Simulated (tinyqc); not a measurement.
Inside a calculation. Method: Hubbard chain of 3 sites. Computed by tinyqc, a small Python program that keeps every step. Settings: hopping = 1.53, U = 3.6, mixing = 0.5, iteration cap = 85. Command: `OMP_NUM_THREADS=1 python tinyqc.py 29895 29896 out.jsonl` (the two numbers bound the seeds that draw the settings). One thread of a shared host (Intel(R) Xeon(R) Processor @ 2.60GHz), about 0.2 s of CPU time with the checks. Later iterations appear only in the table of the cycle.

## Mean-field iteration 1

one-body matrix (hopping and site energies) (eV):
```
           1          2          3
1  -0.590000  -1.530000   0.000000
2  -1.530000  -0.090000  -1.530000
3   0.000000  -1.530000  -0.660000
```

U = 3.600000 eV

electrons, up and down: 2  1

mixing = 0.500000

n(up) at the start (a guess, not normalised): 1 0.967000, 2 0.367000, 3 0.967000

n(down) at the start (a guess): 1 0.033000, 2 0.633000, 3 0.033000

H(up) = T + U n(down), H(down) = T + U n(up); fill the lowest levels; n(new) = n + mixing (n(out) - n); E = tr T (rho up + rho down) + U sum n_up n_down of the output.

levels, up (eV): -1.708509  -0.505495  3.390405

levels, down (eV): -0.267694  2.855775  4.355519

energy = -3.646813 eV

n(up) after iteration 1: 1 0.923511, 2 0.301360, 3 0.925628

n(down) after iteration 1: 1 0.095757, 2 0.654352, 3 0.099390

## Mean-field iteration 2

As before.

levels, up (eV): -1.513298  -0.273295  3.504793

levels, down (eV): -0.477205  2.703097  4.175908

energy = -3.649952 eV

n(up) after iteration 2: 1 0.899082, 2 0.274167, 3 0.902001

n(down) after iteration 2: 1 0.125436, 2 0.668959, 3 0.130355

## Mean-field iteration 3

As before.

levels, up (eV): -1.418146  -0.164213  3.571459

levels, down (eV): -0.571492  2.616624  4.085768

energy = -3.650305 eV

n(up) after iteration 3: 1 0.885862, 2 0.262684, 3 0.889079

n(down) after iteration 3: 1 0.140090, 2 0.676793, 3 0.145492

## Convergence

Each step fills the lowest levels of T + U n(other spin) and sets n(new) = n + mixing (n(out) - n); stop when output and input agree to 1e-8.

Course of the cycle:
```
iteration       E (eV)  largest |n(out) - n(in)|  mean |n_up - n_down|
1          -3.64681330                  1.33e-01              0.626656
2          -3.64995152                  6.19e-02              0.624394
3          -3.65030503                  3.03e-02              0.622285
4          -3.65038848                  1.54e-02              0.620650
5          -3.65042468                  8.04e-03              0.619435
6          -3.65044326                  4.35e-03              0.618542
7          -3.65045307                  2.43e-03              0.617889
8          -3.65045828                  1.40e-03              0.617413
9          -3.65046105                  8.41e-04              0.617066
10         -3.65046252                  5.23e-04              0.616812
11         -3.65046330                  3.65e-04              0.616627
...                ...                       ...                   ...
36         -3.65046419                  1.73e-07              0.616130
37         -3.65046419                  1.26e-07              0.616130
38         -3.65046419                  9.18e-08              0.616130
39         -3.65046419                  6.70e-08              0.616130
40         -3.65046419                  4.88e-08              0.616130
41         -3.65046419                  3.56e-08              0.616130
42         -3.65046419                  2.60e-08              0.616130
43         -3.65046419                  1.89e-08              0.616130
44         -3.65046419                  1.38e-08              0.616130
45         -3.65046419                  1.01e-08              0.616130
46         -3.65046419                  7.35e-09              0.616130
```

local moments n_up - n_down: 1 0.713303, 2 -0.424195, 3 0.710892

Converged in 46 iterations. Before convergence this energy mixes input and output and is not variational, so it may rise towards its limit.

## The many-body Hamiltonian

Basis: all placements (u, d, 2, 0 on each site), up operators ordered before down ones; hops carry the sign of the same-spin electrons passed.

H (eV):
```
           2u0        u20        uud        20u        udu        u02        duu        02u
2u0   2.330000  -1.530000   0.000000  -1.530000   0.000000   0.000000   0.000000   0.000000
u20  -1.530000   2.830000  -1.530000   0.000000  -1.530000   0.000000   0.000000   0.000000
uud   0.000000  -1.530000  -1.340000   0.000000   0.000000  -1.530000   0.000000   0.000000
20u  -1.530000   0.000000   0.000000   1.760000  -1.530000   0.000000  -1.530000   0.000000
udu   0.000000  -1.530000   0.000000  -1.530000  -1.340000  -1.530000   0.000000  -1.530000
u02   0.000000   0.000000  -1.530000   0.000000  -1.530000   1.690000   0.000000   0.000000
duu   0.000000   0.000000   0.000000  -1.530000   0.000000   0.000000  -1.340000  -1.530000
02u   0.000000   0.000000   0.000000   0.000000  -1.530000   0.000000  -1.530000   2.760000
0u2   0.000000   0.000000   0.000000   0.000000   0.000000  -1.530000   0.000000  -1.530000

           0u2
2u0   0.000000
u20   0.000000
uud   0.000000
20u   0.000000
udu   0.000000
u02  -1.530000
duu   0.000000
02u  -1.530000
0u2   2.190000
```

## Exact diagonalisation (9 states)

Lowest levels of the sector, and the double occupancy of the lowest state.

lowest levels (eV): -3.941194  -2.369042  -1.340000  0.068488  1.422842  2.258883

double occupancy per site = 0.117452

The mean-field solution above lies 0.2907 eV above the exact energy.

## The lowest level by Lanczos steps

From a random start vector (not printed): a_j = <q_j|H|q_j>, b_j = norm of the remainder after orthogonalising; the Ritz value is the lowest eigenvalue of the tridiagonal matrix of a and b so far.

Lanczos:
```
j   a_j (eV)  b_j (eV)  lowest Ritz value (eV)
1   0.406413  2.471434              0.40641263
2   1.662223  2.402100             -1.51563349
3   2.825528  2.215355             -2.03135946
4  -0.944651  1.852869             -2.62705999
5   0.351614  3.001142             -3.13307688
6   0.226431  1.984755             -3.75838235
7   1.546538  1.374055             -3.92837434
8   1.852146  1.196218             -3.94058641
9   1.613758         0             -3.94119388
```
